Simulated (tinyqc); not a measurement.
Inputs raised by 2 %, one at a time: surface photovoltage measurement of the minority-carrier diffusion length in a wafer. Computed by tinyqc, a small Python program. Command: `OMP_NUM_THREADS=1 python tinyqc.py 3130368 3130369 out.jsonl spv sens`. One thread of a shared host (Intel(R) Xeon(R) Processor @ 2.30GHz), about 0.02 s of CPU time with the checks.

Low injection, steady light, a depletion layer much thinner than 1/alpha and L. The excess density dn is taken at the front edge of the neutral region; light that reaches the back is lost.

Inputs (values chosen for the exercise, modelled on p-type silicon at room temperature):
```
quantity                                              value               unit
diffusion length L                                      210         micrometre
wafer thickness W                                       725         micrometre
diffusivity D                                            32             cm^2/s
front recombination velocity S_f                        790               cm/s
back recombination velocity S_b                        1800               cm/s
photon flux entering                                4.5e+12         1/(cm^2 s)
minority density at the surface barrier scale n_0   1.2e+08             1/cm^3
temperature T                                           298                  K
wavelength                                              922                 nm
relative noise of each reading                          0.2                  %
diffusion length after pair splitting over L            0.8                  -
iron factor C                                      1.08e+16  micrometre^2/cm^3
```

normal deviates g for the noise: 1.95  -0.76  -0.66  0.51  0.10  0.85  -0.08

Constants: k_B = 8.617333262e-05 eV/K.

Method:
- alpha = (84.732/lambda - 76.417)^2 per cm with lambda in micrometre (an empirical fit for silicon between 0.7 and 1.05 micrometre).
- Thick wafer: dn = Phi L/((S_f + D/L)(L + 1/alpha)). Finite wafer, with s = S_b L/D, w = W/L, a = alpha L: dn = [Phi a/(a^2 - 1)] [a - B - exp(-alpha W)(a - s)/(cosh w + s sinh w)]/(S_f + B D/L), B = (sinh w + s cosh w)/(cosh w + s sinh w).
- Photovoltage V = (k_B T/e) ln(1 + dn/n_0). Lifetime = L^2/D.
- Readings y = (Phi/dn) (1 + noise x g) at 780, 830, 880, 920, 950, 975 and 995 nm; a least-squares line y = c (1/alpha + L_app) gives L_app = intercept/slope.
- Splitting iron-boron pairs in boron-doped silicon shortens L; with nothing else changing, [Fe] = C (1/L_after^2 - 1/L^2). It is evaluated with the true lengths and with the apparent ones (without noise), which differ when the wafer is not thick against L.

Runs; columns: (1) input moved; (2) from; (3) to; (4) dn, finite wafer (1/cm^3); (5) apparent length L_app (micrometre); (6) photovoltage V (mV); (7) [Fe] from the apparent lengths (1/cm^3):
```
(1)                                          (2)       (3)         (4)     (5)     (6)         (7)
base run                                       -         -  1.6223e+09  210.01  68.705  1.3732e+11
diffusion length L (micrometre)              210     214.2  1.6488e+09  214.17  69.093  1.3192e+11
wafer thickness W (micrometre)               725     739.5  1.6223e+09  210.04  68.706  1.3738e+11
diffusivity D (cm^2/s)                        32     32.64  1.6012e+09  210.03  68.393  1.3734e+11
front recombination velocity S_f (cm/s)      790     805.8  1.6113e+09  210.01  68.543  1.3732e+11
back recombination velocity S_b (cm/s)      1800      1836  1.6223e+09  209.99  68.705  1.3730e+11
photon flux entering (1/(cm^2 s))        4.5e+12  4.59e+12  1.6547e+09  210.01  69.179  1.3732e+11
wavelength (nm)                              922    940.44  1.5502e+09  210.01  67.619  1.3732e+11
```

Exponents ln(y'/y) / ln(x'/x):
```
input                             dn, finite wafer  apparent length L_app  photovoltage V  [Fe] from the apparent lengths
diffusion length L                           0.819                  0.991           0.284                          -2.026
wafer thickness W                            0.001                  0.007           0.000                           0.021
diffusivity D                               -0.660                  0.004          -0.230                           0.008
front recombination velocity S_f            -0.344                  0.000          -0.120                           0.000
back recombination velocity S_b             -0.001                 -0.004           0.000                          -0.008
photon flux entering                         1.000                  0.000           0.347                           0.000
wavelength                                  -2.297                  0.000          -0.805                           0.000
```

To which inputs is each result most sensitive?

Among the inputs moved here: dn, finite wafer answers most in size to wavelength (exponent -2.297), next to photon flux entering (+1.000). Apparent length L_app answers most in size to diffusion length L (exponent +0.991), next to wafer thickness W (+0.007); its exponent is below 0.0005 for front recombination velocity S_f, photon flux entering, wavelength. Its exponent 0.000 in front recombination velocity S_f: S_f scales all readings alike. Photovoltage V answers most in size to wavelength (exponent -0.805), next to photon flux entering (+0.347); its exponent is below 0.0005 for wafer thickness W, back recombination velocity S_b. [Fe] from the apparent lengths answers most in size to diffusion length L (exponent -2.026), next to wafer thickness W (+0.021); its exponent is below 0.0005 for front recombination velocity S_f, photon flux entering, wavelength.

Caution (all rows): dn is not small against n_0, so V is not linear in the flux; the constant-flux reading then needs dn, not V.
